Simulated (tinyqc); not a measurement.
Small-signal admittance of a forward-biased p+-n diode: one step of the calculation.

Holes injected into a neutral base of width wb with an ohmic contact at its end; low injection, p0 far above the equilibrium density. A small voltage v exp(i w t), w = 2 pi f, modulates the edge density by p0 v/Vt, and the small-signal density obeys Dp d2p/dx2 = (1/tau + i w) p.

Question. Closed-form admittance. L = sqrt(Dp tau); direct current J = (q Dp p0/L) coth(wb/L); k = sqrt(1 + i w tau)/L; diffusion admittance Y = (q Dp p0/Vt) k coth(k wb) = G + i w C_diff; junction capacitance C_j = sqrt(q eps0 eps_r Nd/(2 Vr)) in the depletion approximation, with the remaining barrier Vr = Vt ln(Na/p0), a rough value under forward bias; base-width modulation is left out.

Values chosen for this exercise; permittivity close to that of 4H silicon carbide: temperature T = 300 K; relative permittivity eps_r = 9.7; donor density of the base Nd = 1e15 cm^-3; hole diffusion coefficient Dp = 2.8 cm^2/s; hole lifetime tau = 2e-8 s; width of the neutral base wb = 0.9 um; excess hole density at the junction edge p0 = 7.4e11 cm^-3; acceptor density of the p+ side Na = 1e19 cm^-3; signal frequency f = 2.2e7 Hz.

Constants: q = 1.602176634e-19 C, kB = 1.380649e-23 J/K, Vt = kB T/q, eps0 = 8.8541878128e-14 F/cm where lengths are in cm. Results are converted to the units shown.

Wanted: L; J; k wb; Y; C_diff; C_j.

Answer.

L = 2.366 um
J = 0.003865 A/cm^2
k wb = 0.5338+0.3746i
Y = 0.1500+0.0186i S/cm^2
C_diff = 1.349e-4 uF/cm^2
C_j = 0.01273 uF/cm^2

G is 1.00 times its low-frequency value J/Vt, and C_diff is 0.0106 times C_j.

Numbers from tinyqc (`OMP_NUM_THREADS=1 python tinyqc.py 2890160 2890161 out.jsonl`; about 0.01 s on one thread of a shared Intel Xeon 2.30GHz).
